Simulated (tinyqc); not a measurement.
Effective work function and flat-band voltage of a metal/high-k/SiO2/Si stack with a dipole layer: one step. The dipole density for a target. Two cases, with inputs chosen for the exercise.

Problem. Nd = (Wt - WM - shifts) ed/(4 pi e2 qd dd); compare with a monolayer of about 7e14 sites per cm^2.
Constants: e^2/(4 pi eps0) = 14.39964547 eV angstrom.

Give: step needed; Nd; share of a monolayer.

Case 1.

Values chosen (a stack on Si capped with an aluminium-like oxide; shifted at random, so the results belong to these values and not to a real crystal): Wt = 4.21 eV (target work function); WM = 4.79 eV (work function of the metal on the high-k layer); qd = 0.44 e (charge of a dipole); dd = 2.4 angstrom (its length); ed = 10.4 (dielectric constant in the dipole layer).

shifts from the two charges (V): 0.013571  0.006090

Solution.

step needed = -0.5997 eV
Nd = -3.26e+14 cm^-2
share of a monolayer = 46.6 %

The sign is opposite to what this cap gives, so another cap or metal is needed; at this coverage dipoles depolarise each other, and the linear law overstates the step.

Case 2.

Values chosen (a stack on Si capped with an yttrium-like oxide; shifted at random, so the results belong to these values and not to a real crystal): Wt = 4.13 eV (target work function); WM = 4.26 eV (work function of the metal on the high-k layer); qd = 0.3 e (charge of a dipole); dd = 1.2 angstrom (its length); ed = 5.1 (dielectric constant in the dipole layer).

shifts from the two charges (V): 0.008704  -0.032880

Solution.

step needed = -0.1058 eV
Nd = -8.28e+13 cm^-2
share of a monolayer = 11.8 %

The sign suits this cap.

Computed by tinyqc, one run a case: `OMP_NUM_THREADS=1 python tinyqc.py N N+1 out.jsonl` with N = 1851156, 1851248; one thread of a shared Intel(R) Xeon(R) Processor @ 2.30GHz, about 0.01 s a run at most.
